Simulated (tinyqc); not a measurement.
Inside a calculation. Model: MOS capacitor on an n-type substrate, surface potential from the exact charge relation.

Computed by the program tinyqc: `OMP_NUM_THREADS=1 python tinyqc.py 2060155 2060156 out.jsonl`, one thread of a shared Intel Xeon 2.30GHz, about 0.01 s for the whole run. Printed values are rounded.

Uniform n-type substrate, Boltzmann statistics, full ionisation, classical densities. psi is the surface potential against the body (positive when the bands bend down) and u = -psi/Vt. Traps are spread evenly over the gap and neutral at flat band, so their charge is -q Dit psi; the minority quasi-Fermi level is shifted by Vb.

Inputs (values chosen for the exercise); band and dielectric values close to those of silicon: temperature T = 350 K; band gap Eg = 1.11 eV; relative permittivity eps_r = 11.5; conduction-band density of states at T Nc = 3.5e19 cm^-3; valence-band density of states at T Nv = 3.31e19 cm^-3; electron affinity chi = 4.12 eV; donor density of the substrate N = 1.2e18 cm^-3; relative permittivity of the gate insulator (close to silicon dioxide) eox = 3.9; insulator thickness tox = 4 nm; gate work function phiM = 4.35 eV; fixed charge at the interface, in units of q Nf = 0 cm^-2; density of interface traps Dit = 1.3e10 cm^-2 eV^-1; reverse bias of the inversion layer against the body Vb = 0 V; gate voltage against the body Vg = -2.35 V.

Constants: q = 1.602176634e-19 C, kB = 1.380649e-23 J/K, Vt = kB T/q, eps0 = 8.8541878128e-14 F/cm where lengths are in cm. Results are converted to the units shown.

Range of the model: At this gate voltage the surface density exceeds 0.3 of the band density of states, so degeneracy and confinement would lower the charge and capacitance.

## Flat band, threshold and scales

ni = sqrt(Nc Nv) exp(-Eg/(2 Vt)), Eg in volts; phiF = Vt ln(N/ni); Cox = eps0 eox/tox; Vfb = phiM - chi - Vt ln(Nc/N) - q Nf/Cox; Q0 = sqrt(2 eps0 eps_r q N Vt); r = (ni/N)^2 exp(-Vb/Vt); VT = Vfb - [(2 phiF + Vb)(1 + q Dit/Cox) + sqrt(2 eps0 eps_r q N (2 phiF + Vb))/Cox].

ni = 3.46976e11 cm^-3
phiF = 0.454109 V
Cox = 0.863283 uF/cm^2
Vfb = 0.128267 V
Q0 = 108.669 nC/cm^2
r = 8.36059e-14
VT = -1.47290 V

## Starting value

psi = Vg - Vfb, limited to the range from +4 Vt to -(2 phiF + Vb + 4 Vt).

psi at the start = -1.02886 V

## Iteration 1: Newton step for the surface potential

u = -psi/Vt; F^2 = exp(-u) + u - 1 + r (exp(u) - u - 1); Qs = +sign(u) Q0 F; Cs = -dQs/dpsi = (Q0/Vt) |1 - exp(-u) + r (exp(u) - 1)|/(2 F). f = Vfb + psi + (q Dit psi - Qs)/Cox - Vg, f' = 1 + (Cs + q Dit)/Cox, psi(new) = psi - f/f'.

u = 34.1127
F = 9.36541
Qs = 1017.73 nC/cm^2
Cs = 10.6947 uF/cm^2
f = 0.268022 V
f' = 13.3908
psi after iteration 1 = -1.04888 V

## Iteration 2: Newton step for the surface potential

As before.

u = 34.7763
F = 11.8235
Qs = 1284.85 nC/cm^2
Cs = 16.3061 uF/cm^2
f = -0.0614681 V
f' = 19.8909
psi after iteration 2 = -1.04579 V

## Course of the Newton iteration

Stop when the step is below 1e-10 V, or after 60 iterations.

Course of the iteration:

| iteration | psi before the step (V) | f (V) | step (V) |
|---|---|---|---|
| 1 | -1.02886 | 0.268 | -0.0200 |
| 2 | -1.04888 | -0.0615 | 3.09e-3 |
| 3 | -1.04579 | -1.79e-3 | 9.54e-5 |
| 4 | -1.04569 | -1.65e-6 | 8.81e-8 |
| 5 | -1.04569 | -1.40e-12 | 7.51e-14 |

Converged in 5 iterations.

## Charges, field and capacitances at the solution

converged psi = -1.04569 V

u = -psi/Vt; F^2 = exp(-u) + u - 1 + r (exp(u) - u - 1); Qs = +sign(u) Q0 F; Cs = -dQs/dpsi = (Q0/Vt) |1 - exp(-u) + r (exp(u) - 1)|/(2 F). Low frequency: 1/C_LF = 1/Cox + 1/(Cs + q Dit). High frequency, in the simple estimate in which traps and minority carriers do not follow: 1/C_HF = 1/Cox + 1/Cd, Cd being Cs with r = 0 at the same psi. Minority sheet density N_inv = (Q0/(2 q)) int_0^u r (exp(t) - 1)/F(t) dt for u > 0. Oxide field |Qs - q Dit psi + q Nf|/(eps0 eox).

Qs = 1234.54 nC/cm^2
N_inv = 3.81792e12 cm^-2
oxide field = 3.58144 MV/cm
Cs = 15.2854 uF/cm^2
C_LF/Cox = 0.946548
C_HF/Cox = 0.264505

The surface is in strong inversion (borders at |psi| = 0, phiF + Vb and 2 phiF + Vb = 0.908 V). Minority carriers make up 49.5 % of Qs.
